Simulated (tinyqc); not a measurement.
Placement within one cell: pair of shallow donors (hydrogen-like orbitals).

Each donor has the orbital exp(-r/a); energy unit Ha* = q/(eps a), q = e^2/(4 pi eps0), so that a lone donor is bound by Ha*/2; x = R/a. One electron: S = (1 + x + x^2/3) exp(-x), j = 1/x - (1 + 1/x) exp(-2x), k = (1 + x) exp(-x); levels E(+/-) = -1/2 - (j +/- k)/(1 +/- S) in Ha*, without the repulsion of the ions, split by D = |E(-) - E(+)|. In six valleys the overlaps S and k are multiplied by v = [cos(K Rx) + cos(K Ry) + cos(K Rz)]/3, K = k0 (2 pi/a_lat), for isotropic envelopes and the symmetric valley state.

Two electrons, Heitler-London: with S' = (1 - x + x^2/3) exp(x), C = 1/x - exp(-2x)(1/x + 11/8 + 3x/4 + x^2/6), X = (1/5){exp(-2x)(25/8 - 23x/4 - 3x^2 - x^3/3) + (6/x)[S^2 (0.5772157 + ln x) + S'^2 Ei(-4x) - 2 S S' Ei(-2x)]}, Q = C - 2j + 1/x and A = X - 2 S k + S^2/x, the singlet and triplet lie at (Q +/- w A)/(1 +/- w S^2) from two lone donors, with the valley weight w = v^2; the exchange is J = triplet - singlet.

Constants: e^2/(4 pi eps0) = 14.39964547 eV angstrom.

Parameters, chosen for this exercise (near those of two donors in Si; the results hold for these values, not for the real material):
```
symbol  value                                                                                                                                                            unit        meaning
a       17.1                                                                                                                                                             angstrom    orbital radius
eps     11.4                                                                                                                                                                         dielectric constant
a_lat   5.431                                                                                                                                                            angstrom    lattice constant
k0      0.856                                                                                                                                                            2 pi/a_lat  valley position
sites   ((15, 0, 0), (15.25, 0.25, 0.25), (15.5, 0.5, 0), (15, 0.5, 0.5), (14.75, 0.25, -0.25), (15.75, 0.25, -0.25), (15, 1, 0), (15.25, 0.75, -0.25), (16, 0.5, 0.5))  a_lat       positions of the second donor
```

D and J for each site, and for v = 1.

Results:
```
site                  R (angstrom)       v  D (meV)  J (micro-eV)  J for v = 1
(15, 0, 0)                    81.5   0.845     3.19           338          473
(15.25, 0.25, 0.25)           82.8   0.464     1.64          89.9          418
(15.5, 0.5, 0)                84.2  -0.004   0.0135       0.00616          369
(15, 0.5, 0.5)                81.6  -0.421     1.57          83.2          469
(14.75, 0.25, -0.25)          80.1  -0.085    0.336          3.83          533
(15.75, 0.25, -0.25)          85.6  -0.182    0.565          10.8          327
(15, 1, 0)                    81.6   0.718     2.68           240          466
(15.25, 0.75, -0.25)          82.9   0.180    0.630          13.4          415
(16, 0.5, 0.5)                87.0  -0.711     2.08           145          287
```

Over these sites the envelope alone changes J by a factor 1.86, and the valley factor v^2 by 4.28e+04; J runs from 0.00616 at (15.5, 0.5, 0) to 338 micro-eV at (15, 0, 0). Moves of less than one lattice constant change the phases of the valleys along each axis that moves, so the placement must be exact to the site.

tinyqc: `OMP_NUM_THREADS=1 python tinyqc.py 1282495 1282496 out.jsonl`; about 0.01 s, one thread, shared Intel(R) Xeon(R) Processor @ 2.30GHz.
